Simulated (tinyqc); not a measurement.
# Leakage currents through a thin dielectric, step by step

A worked calculation. Computed by tinyqc, a small Python program that keeps every step. Command: `OMP_NUM_THREADS=1 python tinyqc.py 3013076 3013077 out.jsonl leak walk`. One thread of a shared host (Intel(R) Xeon(R) Processor @ 2.30GHz), about 0.05 s of CPU time with the checks. Intermediate numbers are printed to about 6 digits and carried at full precision; extremes and crossings named in words are read from the listed rows.

Electrons leave an electrode with Fermi energy E_F above its band bottom; barriers are counted from the Fermi level, and both electrodes are alike. They cross the interlayer first.

Inputs (values chosen for the exercise, modelled on Al2O3):
```
quantity                           value  unit
barrier height phi_B                2.48    eV
tunnelling mass m                   0.31   m_0
static permittivity k               9.08     -
optical permittivity k_o            2.95     -
trap depth phi_t                     1.2    eV
Poole-Frenkel prefactor sigma_0  2.6e-06  S/cm
thickness t                          9.3    nm
electrode Fermi energy E_F             6    eV
electrode mass m_e                   0.5   m_0
voltage V                            1.7     V
temperature T                        398     K
interlayer thickness t_i            0.94    nm
interlayer barrier phi_i            3.09    eV
interlayer mass m_i                 0.44   m_0
interlayer permittivity k_i          3.8     -
```

Stack: dielectric on an interlayer.

Constants: m_0 = 9.1093837015e-31 kg; e = 1.602176634e-19 C; hbar = 1.054571817e-34 J s; k_B = 8.617333262e-05 eV/K; k_B = 1.380649e-23 J/K; eps_0 = 8.8541878128e-12 F/m; h = 6.62607015e-34 J s.

## Fields

Fields: F_i = V/(t_i + t k_i/k), F = F_i k_i/k; equivalent oxide thickness 3.9 (t/k + t_i/k_i).

field F = 1.47236 MV/cm

equivalent oxide thickness = 4.95923 nm

interlayer field F_i = 3.51816 MV/cm

## Transmission at the Fermi level

WKB: a layer of mass m, field F and barrier b(x) = b_0 - e F x gives the exponent (4 sqrt(2 m)/(3 hbar e F)) [b_0^(3/2) - max(b_0 - e F t, 0)^(3/2)] for b_0 > 0; b_0 = barrier - (E - E_F), less e F_i t_i for the second layer; the transmission is D(E) = exp(-sum of exponents), without image force.

exponent of the interlayer = 10.9245

exponent of the dielectric = 63.5987

transmission D(E_F) = 4.31520e-33

At E_F the barrier of the dielectric is trapezoidal (direct tunnelling).

## Tunnel current

Tsu-Esaki: J = (e m_e k_B T/(2 pi^2 hbar^3)) int D(E) ln[(1 + exp((E_F - E)/k_B T))/(1 + exp((E_F - eV - E)/k_B T))] dE over the normal energy E (its change with the mass at an interface is neglected) from max(0, E_F - 3 eV) to E_F + largest barrier, by 100 Gauss-Legendre points in each part, split at E_F - 0.3 eV (if inside the range) and E_F + 8 k_B T. The mean energy weights E - E_F by the integrand.

tunnel current density = 1.40295e-20 A/cm^2

mean energy of the current above E_F = 1.66842 eV

The current flows well above E_F: thermally assisted tunnelling nearer the top of the barrier.

## Thermal currents

Schottky emission J = A T^2 exp(-(phi_B - sqrt(e^3 F/(4 pi k_o eps_0)))/k_B T), A = 4 pi e m k_B^2/h^3 with the tunnelling mass; Poole-Frenkel J = sigma_0 F exp(-(phi_t - sqrt(e^3 F/(pi k_o eps_0)))/k_B T); both use the field F of the dielectric and ignore the interlayer.

Schottky lowering = 0.268084 eV

Poole-Frenkel lowering = 0.536169 eV

Schottky current density = 5.78071e-22 A/cm^2

Poole-Frenkel current density = 1.50333e-08 A/cm^2

The Poole-Frenkel lowering is twice the Schottky one, because the charge of a trap is fixed while an image charge moves with the electron.

## Which mechanism rules?

The formulas are those given above.

Current densities (A/cm^2):
```
V (V)  F (MV/cm)   tunnelling     Schottky  Poole-Frenkel
0.34     0.29447  5.51584e-26  7.68146e-24    5.30894e-13
0.59     0.51099  4.21571e-25  2.32896e-23    8.46869e-12
0.85     0.73618  3.83266e-24  5.85733e-23    7.71721e-11
1.20     1.03931  9.10017e-23  1.65730e-22    8.72220e-10
1.40     1.21253  6.30763e-22  2.80493e-22    2.91484e-09
1.70     1.47236  1.40295e-20  5.78071e-22    1.50333e-08
2.00     1.73219  4.04814e-19  1.12034e-21    6.64309e-08
2.50     2.16523  2.05821e-16  3.04760e-21    6.14463e-07
```

The largest current is Poole-Frenkel from 0.340 to 2.50 V. Over the table tunnelling grows by 9.6 decades, Schottky by 2.6 and Poole-Frenkel by 6.1. A plot of ln(J/F) against sqrt(F) for the Poole-Frenkel column has the slope 12.88 per sqrt(MV/cm), from which k_o follows; reading it as Schottky emission would give about k_o/4.

Checks made by the program: energy integral against adaptive quadrature (relative difference 6e-06).
